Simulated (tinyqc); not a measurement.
The product rho l across metals: free and nearly free electrons in a metal.

Constants: hbar^2/2m0 = 3.80998211 eV angstrom^2; hbar = 6.58211957e-16 eV s.

Free electrons with m = 1; fcc cells hold 4 atoms and bcc cells 2; n = atoms z/a^3, kF = (3 pi^2 n)^(1/3), rho l = hbar kF/(n e^2), e = 1.602176634e-19 C. Inputs are chosen for the exercise.

Results:
```
case     lattice  a (angstrom)  z  rho (micro-ohm cm)  kF (1/angstrom)  EF (eV)  l (nm)  rho l (1e-16 ohm m^2)
near Cu      fcc         3.580  1                1.65            1.372     7.17    39.2                   6.46
near K       bcc         5.257  1                7.21            0.741     2.09    30.7                  22.13
near Au      fcc         4.049  1                2.31            1.213     5.60    35.8                   8.27
near Al      fcc         4.021  3                2.68            1.761    11.82    14.6                   3.92
near Li      bcc         3.510  1                8.92            1.110     4.70    11.1                   9.86
near Ag      fcc         4.124  1                1.57            1.191     5.40    54.6                   8.58
```

rho l falls as n^(-2/3): it is lowest for the case near Al and highest for near K. The lowest bulk rho belongs to near Ag; in very narrow wires, where rho l rules, the order changes. Real Fermi surfaces depart from spheres, most for the polyvalent and noble metals.

Program tinyqc; command `OMP_NUM_THREADS=1 python tinyqc.py 1681291 1681292 out.jsonl`; about 0.01 s on one thread of a shared Intel(R) Xeon(R) Processor @ 2.30GHz.
